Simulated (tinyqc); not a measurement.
Lossy package transmission line with skin effect: line properties against frequency.

A uniform line in a homogeneous dielectric: c = sqrt(er)/(c0 Z0), l = Z0 sqrt(er)/c0 (c0 = 299792458 m/s), g = w c td, w = 2 pi f. The resistance joins its limits as r = sqrt(r_dc^2 + r_hf^2), with r_dc = rho/(wd th), r_hf = kr rho/(2 delta (wd + th)), delta = sqrt(rho/(pi f mu0)), mu0 = 4 pi 1e-7 H/m; this is an interpolation, and internal inductance, up to 0.05 nH/mm at low frequency, is neglected.

gamma = sqrt((r + i w l)(g + i w c)) = alpha + i beta, Zc = sqrt((r + i w l)/(g + i w c)), roots with positive real part; loss 8.685889638 alpha in dB; phase velocity w/beta. ZL = 1/(1/RL + i w CL); reflection (ZL - Zc)/(ZL + Zc); Zin = Zc (ZL + Zc tanh(gamma len))/(Zc + ZL tanh(gamma len)); H = V_load/V_source = [Zin/(Zin + Rg)]/[cosh(gamma len) + (Zc/ZL) sinh(gamma len)].

Values chosen for this exercise:
- wd = 37 um (width of the strip)
- th = 13 um (thickness of the strip)
- rho = 2.2 uohm cm (resistivity)
- er = 3 (relative permittivity)
- td = 0 (loss tangent)
- Z0 = 35 ohm (lossless impedance sqrt(l/c))
- kr = 1.2 (factor for crowding and the return path)
- len = 22 mm (length)
- Rg = 50 ohm (source resistance)
- RL = 100 ohm (load resistance)
- CL = 20 fF (load capacitance)

Line properties against frequency:

| f (GHz) | r (ohm/mm) | r/(w l) | loss (dB/mm) | \|Zc\| (ohm) | phase velocity over c0 | length in wavelengths | \|H\| (dB) |
|---|---|---|---|---|---|---|---|
| 0.01 | 0.047085 | 3.7059 | 0.0037563 | 68.572 | 0.37119 | 0.0019770 | -3.5817 |
| 0.03 | 0.049671 | 1.3031 | 0.0053618 | 44.858 | 0.50227 | 0.0043831 | -3.5859 |
| 0.09 | 0.056724 | 0.49606 | 0.0068424 | 36.979 | 0.56127 | 0.011767 | -3.6032 |
| 0.3 | 0.076446 | 0.20056 | 0.0094389 | 35.347 | 0.57450 | 0.038321 | -3.7214 |
| 0.8 | 0.10999 | 0.10821 | 0.013628 | 35.102 | 0.57651 | 0.10183 | -4.2822 |
| 2 | 0.16464 | 0.064790 | 0.020418 | 35.037 | 0.57705 | 0.25434 | -5.3798 |
| 7 | 0.29940 | 0.033664 | 0.037145 | 35.010 | 0.57727 | 0.88986 | -5.0142 |
| 20 | 0.50222 | 0.019764 | 0.062315 | 35.003 | 0.57732 | 2.5422 | -5.2683 |
| 60 | 0.86747 | 0.011379 | 0.10764 | 35.001 | 0.57734 | 7.6264 | -7.0815 |

r equals w l at 0.0401 GHz: below it |Zc| and the delay grow as in an RC line, above it |Zc| tends to Z0 = 35 ohm and the velocity to 1/sqrt(er) = 0.577 c0. The loss goes as f^(0.32) between the first two rows and f^(0.50) between the last two. |H| is -3.58 dB in the first row and -7.08 dB in the last; between rows it can pass through resonances that the table doesn't show.

tinyqc, about 0.01 s, one thread, Intel Xeon 2.30GHz (shared host): `OMP_NUM_THREADS=1 python tinyqc.py 2810142 2810143 out.jsonl`
